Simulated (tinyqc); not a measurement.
Floating body of a partially depleted SOI transistor: body voltage and kink: two steps of the calculation.

Source at 0 V. Channel current Ic = 2 nf K Vt^2 [F(0) - F(Vd)](1 + la Vd), F(V) = ln^2(1 + exp((Vg - VT - nf V)/(2 nf Vt))), VT = VT0 - gb Vb. Saturation voltage Vs = 2 Vt sqrt(F(0)) + 3 Vt, excess Ve = (Vd - Vs + sqrt((Vd - Vs)^2 + 0.0004 V^2))/2, multiplication M1 = Ai Ve exp(-Bl/Ve). Each junction passes D(v) = J1 (exp(v/Vt) - 1) + J2 (exp(v/(2 Vt)) - 1). Bipolar current Ib = bb J1 (exp(Vb/Vt) - 1). The body settles where M1 (Ic + Ib) = D(Vb) + D(Vb - Vd) + Vb/Rb; drain current Id = (1 + M1)(Ic + Ib) - D(Vb - Vd).

Parameters, values chosen for the exercise; values of the order met in partially depleted silicon-on-insulator transistors: temperature T = 358 K; threshold at zero body voltage VT0 = 0.39 V; fall of the threshold per volt of body voltage gb = 0.11; slope factor nf = 1.2; gain factor per width K = 410 uA/(V^2 um); channel-length modulation factor la = 0.08 1/V; impact-ionisation prefactor Ai = 2.5 1/V; impact-ionisation voltage Bl = 8.8 V; diffusion saturation current of each junction J1 = 8.1e-11 uA/um; recombination saturation current of each junction J2 = 2e-8 uA/um; gain of the lateral bipolar transistor on the diffusion current bb = 3; resistance of a weak body tie to the source (1e9 stands for no tie, and the term is then dropped) Rb = 1e9 kohm um; gate voltage Vg = 0.95 V; drain voltage Vd = 1.7 V.

Constants: q = 1.602176634e-19 C, kB = 1.380649e-23 J/K, Vt = kB T/q. Results are converted to the units shown.

Question 1. New Vb. Current into the body I_in = M1 (Ic + Ib) - D(Vb - Vd), current out I_out = D(Vb) + Vb/Rb; f = ln(I_in/I_out), s = df/dVb by central differences over 1e-5 V, Vb(new) = Vb - f/s.

Vb after iteration 1 = 0.63120129 V

Give: Ic; Ve; M1; I_in; I_out; f; s; Vb after iteration 2.

Answer 1.

Ic = 76.890 uA/um
Ve = 1.0830 V
M1 = 8.0110e-4
I_in = 0.061746 uA/um
I_out = 0.062825 uA/um
f = -0.017317
s = -32.617 1/V
Vb after iteration 2 = 0.63067 V

Question 2. Drain current with floating and with grounded body. Id and VT at the converged Vb, Id at Vb = 0, their ratio, and the bipolar share Ib/(Ic + Ib).

converged Vb = 0.63067036 V

Give: VT; Id, floating; Id, grounded; ratio; bipolar share.

Answer 2.

VT = 0.3206 V
Id, floating = 77.12 uA/um
Id, grounded = 60.95 uA/um
ratio = 1.265
bipolar share = 0.2383 %

The body rises to 0.631 V and lowers the threshold by 69.4 mV.

Range of the model: The multiplication law is an empirical form chosen for the exercise; self-heating and capacitive coupling to the body are left out, and the linear laws are rough once Vb passes about 0.7 V or M1 about 0.1.

Numbers from tinyqc (`OMP_NUM_THREADS=1 python tinyqc.py 2182237 2182238 out.jsonl`; about 0.2 s on one thread of a shared Intel Xeon 2.30GHz).
